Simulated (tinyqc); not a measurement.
Thinning the body: thin-body film or fin with hard walls, valleys of the Si type.

Six ellipsoidal valleys with their long axes along the cube axes, mass ml along the axis and mt across it. For a valley whose axis makes the angle theta with the surface normal, 1/m_z = cos^2(theta)/ml + sin^2(theta)/mt sets the confinement; in the plane the masses are m_1 = mt and m_2 = ml mt/m_z, and m_d = sqrt(m_1 m_2).

A film of thickness t between hard walls, flat band inside: E_n = c (n pi/t)^2/m_z above the bulk edge, c = hbar^2/2m0. Without degeneracy the sheet density is N2 exp((EF - Ec)/kB T) with N2 = sum_i g m_d/(2 pi c) kB T exp(-E_i/kB T) over n = 1 to 40 of each group; a classical film has t Nc with Nc = 2 g_all (m_dos kB T/(4 pi c))^(3/2), m_dos = (ml mt^2)^(1/3). The threshold shift is dVt = kB T ln(t Nc/N2).

Constants: hbar^2/2m0 = 3.80998211 eV angstrom^2; kB = 8.617333262e-05 eV/K.

Parameters, chosen for this exercise (near those of Si; shifted at random, so the results belong to these values and not to a real crystal):
```
symbol  value                           unit      meaning
ml      0.923                           m0        longitudinal mass
mt      0.191                           m0        transverse mass
face    111                                       face of the film or side wall of the fin
T       300                             K         temperature
g_all   6                                         number of valleys
ts      (20, 30, 40, 50, 70, 100, 150)  angstrom  thicknesses
Vox     3.04                            eV        barrier of an SiO2-like oxide
mox     0.44                            m0        mass in the oxide
```

Valleys (masses in m0):
```
valleys g  cos^2(theta)      m_z      m_1      m_2      m_d
6               0.33333  0.25964  0.19100  0.67900  0.36012
```

For each t: the lowest level E1, the share of its group, dVt, the sensitivity |dE1/dt| = 2 E1/t, and E1 for finite barriers from k t + 2 atan[(k/m_z)/(kappa/mox)] = pi with k = sqrt(m_z E/c), kappa = sqrt(mox (Vox - E)/c).

Results:
```
t (angstrom)  E1 (eV)  share of its group (%)  dVt (mV)  |dE1/dt| (meV/angstrom)  E1, finite barrier (meV)
20             0.3621                   100.0     324.8                    36.21                     219.3
30             0.1609                   100.0     134.2                    10.73                     113.6
40             0.0905                   100.0      71.2                     4.53                      69.3
50             0.0579                   100.0      44.3                     2.32                      46.7
70             0.0296                   100.0      23.9                     0.84                      25.3
100            0.0145                   100.0      14.2                     0.29                      13.0
150            0.0064                   100.0       8.5                     0.09                       6.0
```

What does the comparison show, and why?

dVt falls from 325 mV at 20 angstrom to 8.5 mV at 150. E1 exceeds kB T = 25.9 meV up to 70 angstrom of those listed. In the thinnest film dVt differs from E1/e by -37 mV, which comes from the count of states. The sensitivity goes as 1/t^3, so one angstrom of roughness moves E1 by 36.2 meV at the thin end and 0.09 meV at the thick end. Hard walls overestimate E1 by 65 % and 8 % at the two ends. Levels above about 0.2 eV already feel non-parabolicity.

Run: tinyqc, `OMP_NUM_THREADS=1 python tinyqc.py 1250872 1250873 out.jsonl`; Intel(R) Xeon(R) Processor @ 2.30GHz, one thread, shared host; about 0.01 s of CPU time with all checks.
